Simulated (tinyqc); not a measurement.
Flow curve at three pumping speeds: Berg model of reactive sputtering of a nitride or oxide: poisoning, hysteresis and pumping speed. Computed by tinyqc, a small Python program. Command: `OMP_NUM_THREADS=1 python tinyqc.py 3023503 3023504 out.jsonl berg walk`. One thread of a shared host (Intel(R) Xeon(R) Processor @ 2.30GHz), about 0.03 s of CPU time with the checks.

A diatomic gas reacts with bare metal on the target and on the collecting surfaces; ions remove metal and compound from the target. theta_t and theta_c are the compound fractions.

Inputs (values chosen for the exercise, close to those used for silicon nitride):
```
quantity                         value     unit
ion current density J              8.5  mA/cm^2
target area A_t                    290     cm^2
collecting area A_c               5200     cm^2
metal yield Y_m                   0.51        -
compound yield Y_c                0.16        -
sticking coefficient alpha        0.18        -
reactive atoms per metal atom z   1.33        -
gas mass M                          28        u
pumping speed S                    340      l/s
gas temperature T                  300        K
```

Constants: e = 1.602176634e-19 C; u = 1.6605390666e-27 kg; k_B = 1.380649e-23 J/K.

Method. Ion flux j = J/e; gas flux F = P/sqrt(2 pi M k_B T). Target: (2/z) alpha F (1 - theta_t) = j Y_c theta_t. Sputtered flows F_c = j Y_c theta_t A_t, F_m = j Y_m (1 - theta_t) A_t. Collector: (2/z) alpha F (1 - theta_c) A_c + F_c (1 - theta_c) = F_m theta_c. Gas use Q = alpha F [(1 - theta_t) A_t + (1 - theta_c) A_c] + P S/(k_B T); 1 sccm = 4.4780e17 molecules/s. Rate R = F_m + F_c, given relative to j Y_m A_t. P is a single-valued function of the flow Q only if dQ/dP > 0 everywhere: S must exceed k_B T times the steepest fall of the surface terms with P.

pressure of the steepest fall = 0.0120271 Pa

critical pumping speed = 173.784 l/s

Pressure as the free variable:
```
P (Pa)  theta_t  theta_c  relative rate  Q at S_c/4 (sccm)  Q at S_c (sccm)  Q at 2 S_c (sccm)
0.0006  0.05213  0.25578        0.96422             2.8878            2.930              2.986
0.0012  0.09910  0.41908        0.93199             4.5792            4.664              4.776
0.0024  0.18033  0.61224        0.87624             6.3074            6.476              6.701
0.0042  0.27799  0.75731        0.80923             7.2394            7.535              7.928
0.0072  0.39760  0.86433        0.72714             7.4920            7.998              8.673
0.0120  0.52382  0.93027        0.64052             7.2242            8.067              9.192
0.0190  0.63527  0.96480        0.56403             6.7860            8.121              9.901
0.0300  0.73334  0.98330        0.49673             6.3941            8.502             11.313
0.0480  0.81482  0.99265        0.44081             6.2231            9.596             14.094
0.0960  0.89796  0.99795        0.38375             6.7112           13.457             22.452
```

At S_c/4 the flow falls with pressure in 4 of the intervals: as the target poisons, less metal arrives to getter the gas. At 2 S_c it rises throughout. Coverages and rate depend on P alone, not on S. The collector converts before the target (theta_c = 0.86 at theta_t = 0.40), since the metal is spread over a larger area and no ions clean it. The rate tends to Y_c/Y_m = 0.314.
